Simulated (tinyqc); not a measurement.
# Schottky diode by thermionic emission with image-force lowering and series resistance: what changes with what

Metal on an n-type semiconductor with one parabolic valley; V > 0 is forward bias (metal positive). I = I0 [exp(Vj/(n Vt)) - 1] with Vj = V - I Rs; I0 = S A* T^2 exp(-(phi - dphi)/Vt), the lowering dphi taken at zero bias.

Inputs (values chosen for the exercise); band and dielectric values close to those of gallium arsenide:
- T = 300 K (temperature)
- me = 0.067 m0 (electron mass)
- eps_r = 13.1 (relative permittivity)
- phi = 0.49 eV (barrier height seen from the metal)
- Nd = 4.1e16 cm^-3 (donor density)
- S = 0.0022 cm^2 (area)
- n = 1.15 (ideality factor)
- Rs = 11 ohm (series resistance)

Constants: q = 1.602176634e-19 C, kB = 1.380649e-23 J/K, h = 6.62607015e-34 J s, m0 = 9.1093837015e-31 kg, Vt = kB T/q, eps0 = 8.8541878128e-14 F/cm where lengths are in cm. Results are converted to the units shown.

Each table varies one quantity; the others keep the values above.

## Soft saturation in reverse bias

A* = 4 pi q me m0 kB^2/h^3 (times 1e-4 for A/(cm^2 K^2)); Nc = 2 (2 pi me m0 kB T/h^2)^1.5 (times 1e-6 for cm^-3); xi = Vt ln(Nc/Nd), Vbi = phi - xi; surface field Em = sqrt(2 q Nd (Vbi - V - Vt)/(eps0 eps_r)); dphi = sqrt(q Em/(4 pi eps0 eps_r)). Here dphi follows the bias, J = -A* T^2 exp(-(phi - dphi(V))/Vt) [1 - exp(V/Vt)], without Rs.

Soft saturation in reverse bias:

| V (V) | Em (kV/cm) | dphi (meV) | J (A/cm^2) |
|---|---|---|---|
| -0.2 | 82.65 | 30.14 | -0.01363 |
| -0.5 | 101.1 | 33.34 | -0.01544 |
| -1 | 126.1 | 37.23 | -0.01794 |
| -2 | 165.0 | 42.59 | -0.02207 |
| -4 | 223.3 | 49.55 | -0.02889 |
| -7 | 289.6 | 56.42 | -0.03769 |
| -10 | 343.3 | 61.43 | -0.04575 |
| -15 | 417.7 | 67.76 | -0.05845 |

What does the comparison show?

dphi rises from 30.1 to 67.8 meV, as the square root of the field, and |J| grows by a factor of 4.29: the reverse current does not saturate. Tunnelling and generation are left out.

## Current against voltage

Same model as above.

The apparent ideality is (dV/d ln I)/Vt.

Results:

| V (V) | I (A) | Vj (V) | apparent ideality |
|---|---|---|---|
| 0.05 | 1.1159e-4 | 0.048773 | 0.97452 |
| 0.12 | 0.0010164 | 0.10882 | 1.5529 |
| 0.18 | 0.0033202 | 0.14348 | 2.5535 |
| 0.31 | 0.011740 | 0.18085 | 6.1429 |
| 0.38 | 0.017091 | 0.19200 | 8.4205 |
| 0.44 | 0.021879 | 0.19933 | 10.458 |
| 0.51 | 0.027614 | 0.20624 | 12.899 |
| 0.57 | 0.032619 | 0.21119 | 15.028 |
| 0.64 | 0.038533 | 0.21614 | 17.545 |

Estimate the missing row, V = 0.25 V.

Computed row:

| V (V) | I (A) | Vj (V) | apparent ideality |
|---|---|---|---|
| 0.25 | 0.0074953 | 0.16755 | 4.3351 |

With this row back in the table: I rises from 1.12e-4 to 0.0385 A, and the apparent ideality rises from 0.975 to 17.5, against n = 1.15. It starts below n because the -1 in the diode law still counts there. From V = 0.18 V on, I Rs exceeds n Vt and the resistance bends the curve.

Computed by the program tinyqc: `OMP_NUM_THREADS=1 python tinyqc.py 2640093 2640094 out.jsonl`, one thread of a shared Intel Xeon 2.30GHz, about 0.01 s for the whole run.
